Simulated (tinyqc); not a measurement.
Lattice vibrations of a chain, step by step. Computed by tinyqc, a small Python program that keeps every step. Command: `OMP_NUM_THREADS=1 python tinyqc.py 20903 20904 out.jsonl` (the two numbers bound the seeds that draw the settings). One thread of a shared host (Intel(R) Xeon(R) Processor @ 2.60GHz), about 0.01 s of CPU time with the checks.

## Dynamical matrix at q = 0.11

A chain moving along its axis:

| atom | mass (u) | spring to the next atom (eV/angstrom^2) |
|---|---|---|
| 1 | 40.500000 | 17.600000 |
| 2 | 93.100000 | 11.100000 |
| 3 | 67.000000 | 29.600000 |
| 4 | 50.200000 | 27.400000 |

q is in units of 2 pi/a. A spring k from atom i to atom j, n cells on, adds k to Phi_ii and Phi_jj, -k exp(2 pi i q n) to Phi_ij and the conjugate to Phi_ji (for one atom a cell: 2k (1 - cos 2 pi q n)); D_ij = Phi_ij / sqrt(m_i m_j).

D(q) (eV/(angstrom^2 u)), lower triangle (Hermitian):
```
                     1          2          3         4
1             1.111111
2            -0.286623   0.308271
3             0.000000  -0.140543   0.607463
4  -0.468221-0.387346i   0.000000  -0.510390  1.135458
```

## Frequencies

omega^2 are the eigenvalues; wavenumber = 521.4708 sqrt(eigenvalue) 1/cm.

eigenvalues: 0.008734  0.397681  0.880181  1.875706

wavenumbers (1/cm): 48.7  328.8  489.2  714.2

weights |e|^2 of the mass-weighted modes:
```
          mode 1    mode 2    mode 3    mode 4
atom 1  0.160845  0.018458  0.438984  0.381712
atom 2  0.372005  0.551215  0.058464  0.018316
atom 3  0.266866  0.269147  0.373878  0.090108
atom 4  0.200283  0.161180  0.128673  0.509864
```

## Dispersion and heat capacity

C/k_B per atom = mean over q = (j + 1/2)/80, j = 0..39 and all branches of y^2 e^y/(e^y - 1)^2, y = hc wavenumber / k_B T.

Wavenumbers (1/cm):

| q | branch 1 | branch 2 | branch 3 | branch 4 |
|---|---|---|---|---|
| 0.000000 | 0.000000 | 337.340515 | 485.286479 | 714.583198 |
| 0.062500 | 27.728287 | 334.533462 | 486.628134 | 714.452449 |
| 0.125000 | 55.346808 | 326.481610 | 490.275584 | 714.077782 |
| 0.187500 | 82.742307 | 314.059529 | 495.332057 | 713.510486 |
| 0.250000 | 109.792791 | 298.230731 | 500.806224 | 712.830862 |
| 0.312500 | 136.355928 | 279.814690 | 505.864515 | 712.139474 |
| 0.375000 | 162.230343 | 259.479043 | 509.890344 | 711.543756 |
| 0.437500 | 186.920115 | 238.009443 | 512.466692 | 711.140635 |
| 0.500000 | 204.335082 | 221.651596 | 513.351923 | 710.998090 |

Heat capacity:

| T (K) | C/k_B per atom |
|---|---|
| 20 | 0.051716 |
| 50 | 0.132705 |
| 100 | 0.279548 |
| 200 | 0.542992 |
| 300 | 0.715906 |
| 600 | 0.907262 |
| 1200 | 0.974937 |

zero-point energy per atom = 24.988272 meV
